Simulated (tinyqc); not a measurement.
From results back to parameters: standing waves and exposure in a photoresist film. Three cases, with inputs chosen for the exercise.

Problem. Bleaching of a resist on an index-matched plate: T(0) = T12 exp(-(A + B) d), T(end) = T12 exp(-B d), T12 = 1 - ((n1 - 1)/(n1 + 1))^2, and the first slope dT/dD = T(0) C A T12 (1 - exp(-(A + B) d))/(A + B). Here d = dT and D is the dose; A, B and C are hidden.

Find: A; B; C.

Method. A = ln(T(end)/T(0))/d, B = ln(T12/T(end))/d, and the slope then gives C.

Case 1.

Values chosen (out of a larger set: a resist on W, indices near tabulated ones; not measured data): n1 = 1.714 (resist index); dT = 0.126 micrometre (resist thickness on an index-matched plate).

T(0) = 0.860843
T(end) = 0.869564
dT/dD = 0.00027970 cm^2/mJ

Solution.

A = 0.08 1/micrometre
B = 0.54 1/micrometre
C = 0.036 cm^2/mJ

Case 2.

Values chosen (out of a larger set: a resist on Si, indices near tabulated ones; not measured data): n1 = 1.767 (resist index); dT = 0.374 micrometre (resist thickness on an index-matched plate).

T(0) = 0.661788
T(end) = 0.681888
dT/dD = 0.00021768 cm^2/mJ

Solution.

A = 0.08 1/micrometre
B = 0.81 1/micrometre
C = 0.014 cm^2/mJ

Case 3.

Values chosen (out of a larger set: a resist on Si, indices near tabulated ones; not measured data): n1 = 1.704 (resist index); dT = 0.107 micrometre (resist thickness on an index-matched plate).

T(0) = 0.838516
T(end) = 0.843917
dT/dD = 0.00012857 cm^2/mJ

Solution.

A = 0.06 1/micrometre
B = 0.93 1/micrometre
C = 0.027 cm^2/mJ

Computed by tinyqc, one run a case: `OMP_NUM_THREADS=1 python tinyqc.py N N+1 out.jsonl` with N = 1651306, 1651353, 1651396; one thread of a shared Intel(R) Xeon(R) Processor @ 2.30GHz, about 0.01 s a run at most.
